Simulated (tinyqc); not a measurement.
Three-phonon processes in a diatomic chain: dispersion, energy and momentum conservation, and decay channels of optical phonons: one step, computed by the program tinyqc. Command: `OMP_NUM_THREADS=1 python tinyqc.py 3120344 3120345 out.jsonl threeph walk`. One thread of a shared host (Intel(R) Xeon(R) Processor @ 2.30GHz), about 0.05 s of CPU time with the checks.

Cell length a, two atoms, one spring constant. x = q a/pi runs from -1 to 1; A and O are the acoustic and optical branches. Matrix elements are not computed: only conservation laws and occupation factors are followed.

Problem. Band edges. omega^2 = k (1/m + 1/M) -/+ k sqrt((1/m + 1/M)^2 - 4 sin^2(pi x/2)/(m M)); nu = 15.6333042 THz x sqrt(omega^2) for eV/(angstrom^2 u). Acoustic top sqrt(2 k/M), optical bottom sqrt(2 k/m), optical top sqrt(2 k (1/m + 1/M)).

Inputs (values chosen for the exercise, for a model chain): light mass m = 12 u; heavy mass M = 26.6 u; spring constant k = 4.6 eV/angstrom^2.

Constants: nu for 1 eV/(angstrom^2 u) = 15.6333042 THz.

Give: acoustic top; optical bottom; optical top; optical top over twice the acoustic top; optical bottom over twice the acoustic top; optical width over acoustic top.

Solution.

acoustic top = 9.194 THz

optical bottom = 13.69 THz

optical top = 16.49 THz

optical top over twice the acoustic top = 0.8968

optical bottom over twice the acoustic top = 0.7444

optical width over acoustic top = 0.3047

The zone-centre optical phonon can decay into two acoustic ones: this needs M/m <= 3.
